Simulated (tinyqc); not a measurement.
Gain for each load and current direction: deformation-potential model of the X valleys of a conduction band.

Valleys with axes along x, y and z, one whole valley each. Herring-Vogt shift of a valley with unit axis a: dE = Xd tr(e) + Xu a.e.a. Non-degenerate shares n_i = exp(-dE_i/kT)/sum_j exp(-dE_j/kT). Inverse mass tensor of a valley: (1 - a a)/mt + a a/ml; the masses are taken as independent of strain.

s11 = (C11 + C12)/((C11 - C12)(C11 + 2 C12)), s12 = -C12/((C11 - C12)(C11 + 2 C12)), s44 = 1/C44; exx = s11 sxx + s12 (syy + szz) and cyclic, exy = s44 sxy/2; tension is positive. A uniaxial stress X along the unit vector n is s_ij = X n_i n_j.

Constants: kB = 8.617333262e-05 eV/K.

Values chosen for the exercise (near those of GaP; not measured data): ml = 2.008 m0 (longitudinal mass); mt = 0.254 m0 (transverse mass); Xd = 1.39 eV (dilation potential); Xu = 6.5 eV (uniaxial potential); C11 = 137.7 GPa; C12 = 63 GPa; C44 = 71.7 GPa; X1 = 0.3 GPa (size of the stress); T = 400 K (temperature).

Each load has the size X1. Gain m_c(0)/m_c - 1 in per cent from repopulation alone, m_c = 1/(u.M.u), M = sum_i n_i (inverse mass tensor); biaxial means sxx = syy.

Gain (%); + is tension, - compression:

| load | [100] | [010] | [001] | [110] | [1-10] | [111] |
|---|---|---|---|---|---|---|
| uniaxial [110] (+) | 5.5 | 5.5 | -10.9 | 5.5 | 5.5 | 0.0 |
| uniaxial [110] (-) | -4.8 | -4.8 | 9.6 | -4.8 | -4.8 | 0.0 |
| uniaxial [100] (+) | 17.7 | -8.8 | -8.8 | 4.4 | 4.4 | 0.0 |
| uniaxial [100] (-) | -22.5 | 11.3 | 11.3 | -5.6 | -5.6 | 0.0 |
| uniaxial [111] (+) | 0.0 | 0.0 | 0.0 | 0.0 | 0.0 | 0.0 |
| uniaxial [111] (-) | 0.0 | 0.0 | 0.0 | 0.0 | 0.0 | 0.0 |
| biaxial (001) (+) | 11.3 | 11.3 | -22.5 | 11.3 | 11.3 | 0.0 |
| biaxial (001) (-) | -8.8 | -8.8 | 17.7 | -8.8 | -8.8 | 0.0 |

What can be read from this table?

The largest gain is +17.7 %, for uniaxial [100] (+) with the current along [100] and biaxial (001) (-) with the current along [001]; for a [110] channel it is +11.3 %, under biaxial (001) (+). No gain or loss appears under uniaxial [111]: the valleys stay equivalent (in real silicon shear also changes the masses, which this model leaves out).

Computed by tinyqc, a small Python program: `OMP_NUM_THREADS=1 python tinyqc.py 1051326 1051327 out.jsonl` (the numbers bound the seed that draws the inputs); one thread of a shared host (Intel(R) Xeon(R) Processor @ 2.30GHz), about 0.01 s for the whole set of steps.
